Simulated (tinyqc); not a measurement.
Inside a calculation: band-to-band tunnelling across a p-n junction in a two-band chain. Values are carried at full precision from step to step, so a last printed digit may differ when a step is redone from the rounded ones.

Sites alternate A at -Eg/2 and C at +Eg/2 with hopping -t; near the edges, with k counted from the zone boundary pi/a, E^2 = (Eg/2)^2 + (t a k)^2, so t = sqrt(c Eg/m)/a gives the mass m, c = hbar^2/2m0. In the gap cosh(q a) = 1 + (Eg^2/4 - e^2)/(2 t^2), e the energy from the local mid-gap. The potential is V0 = Eg + ov on the p side (left), 0 on the n side, and falls linearly over the 2N sites of the junction, V_j = V0 (1 - j/(2N + 1)), j = 1 to 2N, site 1 being A. E = Eg/2 + x ov. A half chain that ends on a site of level e1 with neighbour e2 has g = (1 + z)/(E - e1), z = exp(-/+ i k a) the root with Im g < 0, cos(k a) = (E - e1)(E - e2)/(2 t^2) - 1. S_L = t^2 g (ending on C, shifted by V0), S_R = t^2 g (starting on A). T = 4 Im(S_L) Im(S_R) |G_(1,2N)|^2.

Constants: hbar^2/2m0 = 3.80998211 eV angstrom^2.

Inputs chosen for the exercise (gap and mass near those of InAs; shifted at random, so the results belong to these values and not to a real crystal):
```
symbol  value   unit      meaning
Eg      0.377   eV        gap
m       0.0241  m0        mass of electron and light hole
a       6       angstrom  period (two sites)
ov      0.17    eV        overlap: top of the valence band on the p side above the conduction edge on the n side
N       3                 periods in the small junction
x       0.3               energy above the n-side conduction edge, as a share of ov
```

## Hopping, field and tunnelling length

Form t, V0, E, the field F = V0/((2N + 1) a/2) (1 V/angstrom = 100 MV/cm) and the length Eg/F over which E lies in the gap.

t = 1.2867 eV
V0 = 0.5470 eV
E = 0.2395 eV
F = 2.605 MV/cm
tunnelling length = 14.47 angstrom

So short a junction keeps the matrix small; its field is of the size of the 1 to 3 MV/cm of tunnel diodes.

## Self-energies of the two sides

Form cos(k a) and S for each side.

cos(k a): left -0.982174, right -0.993408

S_L, S_R (eV): [-0.05950-0.62742i, 0.02550-0.44342i]

## Recursive Green function

g_1 = 1/(E - e_1 - S_L); g_j = 1/(E - e_j - t^2 g_(j-1)), with S_R also subtracted at the last site; G_1j = G_1(j-1) (-t) g_j, G_11 = g_1; e_j is the site level plus V_j. The self-energies stand in the order S_L, S_R.

Sweep:
```
j  e_j (eV)       g_j (1/eV)      G_1j (1/eV)
1    0.2804   0.0473-1.5924i   0.0473-1.5924i
2    0.5792  -0.0587-0.3700i   0.7617-0.0977i
3    0.1241   0.5056-1.4570i  -0.3124+1.4915i
4    0.4229  -0.1488-0.3516i  -0.7346+0.1442i
5   -0.0322   0.8531-0.9587i   0.6285-1.0644i
6    0.2666  -0.2337-0.3239i   0.6326-0.0581i
```

T = 0.4490

## WKB for the same field

T = exp(-2 I/F), I = integral of q de across the gap. Continuum: q = sqrt(Eg^2/4 - e^2)/(t a), I = pi Eg^2/(8 t a). Lattice: q from the cosh formula, 12 Gauss-Legendre points in u with e = (Eg/2) sin(u), u from -pi/2 to pi/2. F in V/angstrom is the value in MV/cm over 100.

I (eV/angstrom): continuum 0.007230, lattice 0.007225

T by WKB: continuum 0.5740, lattice 0.5742

The chain gives 0.4490, 0.782 times the lattice WKB value; the exponent is only 0.55, and reflections at the two kinks of the potential count.

## Checks

- G_(1,2N) from the sweep against inversion of the whole matrix (size): both 0.63521.

Run: tinyqc, `OMP_NUM_THREADS=1 python tinyqc.py 1482763 1482764 out.jsonl`; Intel(R) Xeon(R) Processor @ 2.30GHz, one thread, shared host; about 0.01 s of CPU time with all checks.
